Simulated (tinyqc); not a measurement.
Worked calculation: inversion-layer mobility, back-scattering and ballistic limit of a field-effect transistor. Computed by tinyqc, a small Python program that keeps every step. Command: `OMP_NUM_THREADS=1 python tinyqc.py 3002094 3002095 out.jsonl mos walk`. One thread of a shared host (Intel(R) Xeon(R) Processor @ 2.30GHz), about 0.01 s of CPU time with the checks. Intermediate numbers are printed to about 7 digits and carried at full precision; extremes and crossings named in words are read from the listed rows.

The charge at the top of the source barrier is fixed by the gate; series resistance and short-channel effects are left out. F_j are Fermi integrals normalised to exp(eta) in the classical limit.

Inputs (values chosen for the exercise, modelled on a strained silicon n-channel):
```
quantity                                       value        unit
transport mass m                                 0.2         m_0
valley degeneracy g_v                              2           -
weight w of the inversion charge                 0.5           -
permittivity eps                                11.7           -
phonon mobility at 1 MV/cm and 300 K, mu_ph      560  cm^2/(V s)
roughness mobility at 1 MV/cm, mu_sr            2200  cm^2/(V s)
Coulomb mobility at N_inv = 1e12/cm^2, mu_C      880  cm^2/(V s)
electrical oxide thickness t_inv                 1.1          nm
depletion charge N_dep                       9.9e+11      1/cm^2
gate overdrive V_G - V_T                        0.69           V
drain voltage V_D                               0.93           V
channel length L                                 770          nm
exponent a of the critical length               0.72           -
temperature T                                    300           K
```

Statistics at the top of the barrier: Fermi-Dirac.

Constants: eps_0 = 8.8541878128e-12 F/m; e = 1.602176634e-19 C; m_0 = 9.1093837015e-31 kg; k_B = 1.380649e-23 J/K; hbar = 1.054571817e-34 J s; k_B = 8.617333262e-05 eV/K.

## Charge and field

N_inv = 3.9 eps_0 (V_G - V_T)/(e t_inv); effective field E_eff = e (N_dep + w N_inv)/(eps eps_0).

inversion density N_inv = 1.351946e+13 1/cm^2

effective field E_eff = 1.198567 MV/cm

## Effective mobility

mu_phonon = mu_ph (E_eff/1 MV/cm)^(-0.3) (T/300 K)^(-1.75); mu_rough = mu_sr (E_eff/1 MV/cm)^(-2); mu_Coulomb = mu_C (N_inv/1e12 cm^-2) (T/300 K); Matthiessen's rule adds 1/mu.

phonon part = 530.3827 cm^2/(V s)

roughness part = 1531.433 cm^2/(V s)

Coulomb part = 11897.12 cm^2/(V s)

effective mobility mu = 381.3201 cm^2/(V s)

The phonon part is the lowest and holds 72 % of 1/mu.

## Ballistic limit

F_j(eta) = (1/Gamma(j + 1)) int_0^infinity x^j/(1 + exp(x - eta)) dx, F_0 = ln(1 + exp(eta)). Integrals over x = E/(k_B T) use 160 Gauss-Legendre points in u = sqrt(x) from 0 to sqrt(max(eta, 0) + 32). Ballistic channel: N_2D = g_v m k_B T/(pi hbar^2), U = e V_D/(k_B T); eta_F solves N_inv = (N_2D/2)[F_0(eta_F) + F_0(eta_F - U)]; v_T = sqrt(2 k_B T/(pi m)); I/W = e (N_2D/2) v_T [F_1/2(eta_F) - F_1/2(eta_F - U)]; injection velocity v_T F_1/2(eta_F)/F_0(eta_F).

N_2D = 4.319678e+12 1/cm^2

eta_F = 6.257562

thermal velocity v_T = 1.203048 1e7 cm/s

injection velocity = 2.336517 1e7 cm/s

ballistic current I/W = 5061.027 microampere/micrometre

Degeneracy raises the injection velocity by a factor 1.94. Caution: the Fermi level lies so high that further subbands and non-parabolicity matter.

## Back-scattering

Mean free path lambda = (2 k_B T/e)(mu/v_T) F_0(eta_0)/F_-1/2(eta_0), with eta_0 from N_inv = N_2D F_0(eta_0); critical length l = L (1 + U)^(-a), an empirical rule; back-scattering r = l/(l + lambda). Then eta solves N_inv = (N_2D/2)[(1 + r) F_0(eta) + (1 - r) F_0(eta - U)] and I/W = e (N_2D/2) v_T (1 - r)[F_1/2(eta) - F_1/2(eta - U)]. Ballistic ratio: I over the ballistic current. Apparent mobility 1/(1/mu + 1/mu_B), mu_B = mu L/lambda.

eta_0 = 3.085024

mean free path lambda = 27.22666 nm

critical length l = 57.22756 nm

back-scattering coefficient r = 0.6776164

current I/W = 789.7400 microampere/micrometre

ballistic ratio = 0.1560434

apparent low-field mobility = 368.2974 cm^2/(V s)

L/lambda = 28.28, but at this drain voltage only the first 57.2 nm can return a carrier to the source, so the device works at 16 % of its ballistic limit. Caution: the current exceeds the long-channel drift law, so the empirical rule for l, meant for short channels, is too generous here. Caution: in a degenerate gas the layer that can return carriers is set by E_F rather than k_B T, so l is underestimated.

## Channel length

The last column is the long-channel law e N_inv mu V/L with V = V_D - V_D^2/(2 V_ov) below pinch-off and V_ov/2 above, V_ov = V_G - V_T.

Currents (microampere/micrometre):
```
L (nm)          r       I/W  ballistic ratio  long-channel law
5       0.0134649  4897.787        0.9677456          56991.30
10      0.0265720  4744.342        0.9374268          28495.65
20      0.0517684  4463.597        0.8819548          14247.83
40      0.0984407  3988.423        0.7880659           7123.91
80      0.1792371  3282.273        0.6485390           3561.96
160     0.3039882  2415.306        0.4772362           1780.98
400     0.5219641  1338.026        0.2643783            712.39
1000    0.7318843   629.024        0.1242878            284.96
```

The current scales as L^-0.82 at the long end and as L^-0.05 at the short end, where it reaches 97 % of the ballistic 5060. The long-channel law passes the ballistic limit between 40.0 and 80.0 nm and has no meaning below. At 1000 nm the model gives 2.21 times the long-channel law; the rule for l is a fit for short devices and fails wherever the model exceeds that law. Raising mu by 10 % at 20 nm raises I by 1.1 %.

## The mobility curve

The formulas are those given above.

Mobilities (cm^2/(V s)):
```
V_G - V_T (V)  N_inv (1/cm^2)  E_eff (MV/cm)    phonon  roughness   Coulomb     total
0.03             5.878026e+11       0.198567  909.5274   55796.61    517.27  327.8007
0.06             1.175605e+12       0.244022  854.9869   36945.86   1034.53  462.2578
0.12             2.351210e+12       0.334931  777.5020   19611.58   2069.07  549.3085
0.20             3.918684e+12       0.456143  708.6923   10573.55   3448.44  556.9134
0.35             6.857697e+12       0.683416  627.7440    4710.35   6034.77  507.3538
0.50             9.796710e+12       0.910688  575.9398    2652.67   8621.10  448.5782
0.75             1.469507e+13       1.289476  518.8765    1323.11  12931.66  362.2709
1.00             1.959342e+13       1.668264  480.2956     790.48  17242.21  293.6775
1.50             2.939013e+13       2.425840  429.2689     373.85  25863.31  198.2919
```

The lowest part is Coulomb at 0.0300, phonon from 0.0600 to 1.00, roughness at 1.50 V. The total peaks at 557 near E_eff = 0.46 MV/cm: screening lifts it at low density and the field presses it down at high density.

Checks made by the program: long channel and small V_D against the drift formula e N mu V_D/L (relative difference 2e-04).
